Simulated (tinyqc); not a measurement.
# Core-level spacing from the offsets

Inverse problem. For an overlayer B on a substrate A, dEv = (iB - iA) - (cB - vB) + (cA - vA) in binding energies, and dEc + dEv = EgB - EgA. Find dEv and the spacing iB - iA that a thin film must show.

Inputs (values chosen for the exercise):
- EgA = 0.74 eV (gap of the substrate A)
- EgB = 4.33 eV (gap of the overlayer B)

dEc = 1.898 eV
cA - vA = 56.332000 eV
cB - vB = 59.16 eV

Answer. The gaps give dEv, and the Kraut relation is solved for the spacing.

dEv = 1.6920 eV
iB - iA = 4.5200 eV

Computed by the program tinyqc: `OMP_NUM_THREADS=1 python tinyqc.py 2410065 2410066 out.jsonl`, one thread of a shared Intel Xeon 2.30GHz, about 0.01 s for the whole run.
